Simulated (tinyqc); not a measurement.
Swing of the coupled dose with resist thickness: standing waves and exposure in a photoresist film.

Normal incidence from air. Unexposed resist: N1 = n1 + i k1 with k1 = (A + B) lam/(4 pi), lam in micrometres. r01 = (1 - N1)/(1 + N1), t01 = 2/(1 + N1). Below the resist lie the layer Na = na + i ka and the substrate Ns = ns + i ks: r12 = (r1a + ras x)/(1 + r1a ras x), x = exp(4 pi i Na da/lam), r1a = (N1 - Na)/(N1 + Na), ras = (Na - Ns)/(Na + Ns). With p = exp(2 pi i N1 d/lam), the field at depth z is E(z) = t01 [exp(2 pi i N1 z/lam) + r12 p^2 exp(-2 pi i N1 z/lam)]/(1 + r01 r12 p^2), the relative intensity I(z) = n1 |E(z)|^2 and the reflectance R = |(r01 + r12 p^2)/(1 + r01 r12 p^2)|^2.

Parameters, chosen for this exercise (a resist on Si, indices near tabulated ones; not measured data): lam = 365 nm (vacuum wavelength); n1 = 1.708 (resist index); A = 0.85 1/micrometre (bleachable absorption (Dill A)); B = 0.08 1/micrometre (fixed absorption (Dill B)); d = 956 nm (resist thickness); ns = 6.629 (substrate n); ks = 2.734 (substrate k); na = 1.707 (n of the bottom antireflection layer); ka = 0.27 (its k); da = 87 nm (its thickness).

The mean of I is taken over 800 depths; the relative dose to clear is taken as 1/(mean of I over the lowest period, 60 depths), scaled to 1 in the first row.

Swing:

| d (nm) | R | mean I | relative dose |
|---|---|---|---|
| 956.0 | 0.0901 | 0.6183 | 1.000 |
| 973.8 | 0.1161 | 0.5953 | 1.045 |
| 991.6 | 0.1028 | 0.5987 | 1.044 |
| 1009.4 | 0.0623 | 0.6210 | 1.015 |
| 1027.2 | 0.0339 | 0.6359 | 1.004 |
| 1045.0 | 0.0481 | 0.6228 | 1.039 |
| 1062.9 | 0.0875 | 0.5927 | 1.103 |
| 1080.7 | 0.1112 | 0.5725 | 1.149 |
| 1098.5 | 0.0990 | 0.5754 | 1.150 |
| 1116.3 | 0.0621 | 0.5945 | 1.123 |
| 1134.1 | 0.0366 | 0.6068 | 1.114 |
| 1151.9 | 0.0496 | 0.5950 | 1.151 |
| 1169.7 | 0.0851 | 0.5687 | 1.216 |

The period is 106.9 nm, six rows. The relative dose swings between 1.000 and 1.216, a ratio (max - min)/mean of 0.198, against the estimate 4 sqrt(|r01|^2 |r12|^2) exp(-(A + B) d) = 0.094 for the oscillating part alone; the ratio from the table also holds the slow rise from absorption, 21.6 % over two periods, so the two are not strictly comparable.

tinyqc: `OMP_NUM_THREADS=1 python tinyqc.py 1681064 1681065 out.jsonl`; about 0.01 s, one thread, shared Intel(R) Xeon(R) Processor @ 2.30GHz.
